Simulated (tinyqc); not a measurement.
## A discretised effective-mass wire between two leads, recursive Green functions: transmission against energy

Finite differences on a grid of step a give a chain with hopping -t, t = C/(m a^2), C = hbar^2/(2 m0), and site energies 2 t + U_i for the N = 6 sites of the device; the semi-infinite leads have site energy 2 t. Each slice is one site, and V = -t couples neighbouring slices.

Sigma = t^2 g(E - 2 t), g(x) = (x - i sqrt(4 t^2 - x^2))/(2 t^2) for |x| < 2 t and (x - sign(x) sqrt(x^2 - 4 t^2))/(2 t^2) otherwise; Gamma = i (Sigma - Sigma^dagger); both leads give the same. Forward pass: g_1 = (E - H_1 - Sigma)^(-1), g_i = (E - H_i - V g_(i-1) V^dagger)^(-1), with Sigma also subtracted on the last slice; G_(i,1) = g_i V G_(i-1,1), starting from g_1. H_i is the block of slice i, its site energy. T(E) = Tr[Gamma G_(N,1) Gamma G_(N,1)^dagger].

Values chosen for this exercise:

| symbol | value | unit | meaning |
|---|---|---|---|
| m | 0.042 | m0 | effective mass |
| a | 1.1 | nm | grid step |
| U | [0, 0.52, 0.52, 0.52, 0.52, 0] | eV | potential on the sites 1 to N |

Constants: q = 1.602176634e-19 C, hbar = 1.054571817e-34 J s, m0 = 9.1093837015e-31 kg, hbar^2/(2 m0) = 0.0380998212 eV nm^2. Results are converted to the units shown.

Results:
```
E (eV)  open modes      T(E)  T(E) per open mode
0.016            1  9.343e-4            9.343e-4
0.186            1   0.02001             0.02001
0.272            1   0.04109             0.04109
0.357            1   0.07695             0.07695
0.442            1    0.1381              0.1381
0.528            1    0.2414              0.2414
0.613            1    0.3997              0.3997
0.699            1    0.6121              0.6121
0.784            1    0.8221              0.8221
0.869            1    0.9585              0.9585
0.955            1    0.9999              0.9999
1.04             1    0.9809              0.9809
```

Estimate the missing row, E = 0.101 eV.

Computed row:
```
E (eV)  open modes      T(E)  T(E) per open mode
0.101            1  0.007929            0.007929
```

With this row back in the table: T(E) lies between 9.34e-4 (E = 0.016 eV) and 1.00 (E = 0.955 eV) in these rows. The leads offer 1 open mode(s), of which the mean share 0.41 is transmitted. In 7 of the 13 rows E exceeds 0.6 t, where the lattice band lies more than 5 % below the parabola at the same k, so the grid is coarse for a continuum model.

tinyqc, about 0.01 s, one thread, Intel Xeon 2.30GHz (shared host): `OMP_NUM_THREADS=1 python tinyqc.py 2660012 2660013 out.jsonl`
